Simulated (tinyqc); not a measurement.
Coherent potential approximation for a binary alloy with a semi-elliptic band: one step. First step: the average t-matrix. Five cases, with inputs chosen for the exercise.

Task: With S = 0 form G, tA, tB, <t> and the new S.

Site levels eA = -x d (share 1 - x) and eB = (1 - x) d (share x), so that their mean, the virtual crystal, is 0. Pure band: G0(z) = 2 (z - sqrt(z - W) sqrt(z + W))/W^2 with principal roots, density -Im G/pi per site. The medium has a self-energy S(z), G = G0(z - S), z = E + i eta. t_i = (e_i - S)/(1 - (e_i - S) G); the CPA demands <t> = (1 - x) tA + x tB = 0. Iteration: start at S = 0, set S(new) = S + <t>/(1 + <t> G), stop when |<t>| < 1e-9 eV.

Give: eA, eB; G; tA, tB; <t>; S after one step.

Case 1.

Values chosen: W = 2 eV (half width of the pure band); x = 0.11 (fraction of B); d = 0.48 eV (eB - eA); eta = 0.04 eV (broadening); E = -1.47 eV (energy).

Result:

eA, eB (eV): [-0.0528, 0.4272]

G = -0.71334-0.65871i 1/eV

tA, tB (eV): [-0.0548-0.0020i, 0.3129-0.0675i]

<t> = -0.0144-0.0092i eV
S after one step = -0.0144-0.0089i eV

Case 2.

Values chosen: W = 2.8 eV (half width of the pure band); x = 0.31 (fraction of B); d = 2.55 eV (eB - eA); eta = 0.056 eV (broadening); E = 2.24 eV (energy).

Result:

eA, eB (eV): [-0.7905, 1.7595]

G = 0.55241-0.41495i 1/eV

tA, tB (eV): [-0.5230-0.1194i, 0.0924-2.4064i]

<t> = -0.3322-0.8284i eV
S after one step = 0.3310-1.5283i eV

Case 3.

Values chosen: W = 4.4 eV (half width of the pure band); x = 0.19 (fraction of B); d = 7.77 eV (eB - eA); eta = 0.088 eV (broadening); E = 1.96 eV (energy).

Result:

eA, eB (eV): [-1.4763, 6.2937]

G = 0.19796-0.39799i 1/eV

tA, tB (eV): [-0.9467-0.4305i, -0.2443-2.4886i]

<t> = -0.8133-0.8215i eV
S after one step = -1.9044-1.0054i eV

Case 4.

Values chosen: W = 4.2 eV (half width of the pure band); x = 0.28 (fraction of B); d = 1.23 eV (eB - eA); eta = 0.084 eV (broadening); E = -0.03 eV (energy).

Result:

eA, eB (eV): [-0.3444, 0.8856]

G = -0.00333-0.46675i 1/eV

tA, tB (eV): [-0.3361-0.0541i, 0.7548-0.3111i]

<t> = -0.0306-0.1260i eV
S after one step = -0.0346-0.1334i eV

Case 5.

Values chosen: W = 3 eV (half width of the pure band); x = 0.2 (fraction of B); d = 1.21 eV (eB - eA); eta = 0.06 eV (broadening); E = -0.86 eV (energy).

Result:

eA, eB (eV): [-0.2420, 0.9680]

G = -0.18712-0.62551i 1/eV

tA, tB (eV): [-0.2473-0.0392i, 0.6490-0.3327i]

<t> = -0.0680-0.0979i eV
S after one step = -0.0777-0.0979i eV

Computed by tinyqc, one run a case: `OMP_NUM_THREADS=1 python tinyqc.py N N+1 out.jsonl` with N = 1482445, 1482719, 1482811, 1482863, 1482865; one thread of a shared Intel(R) Xeon(R) Processor @ 2.30GHz, about 0.01 s a run at most.
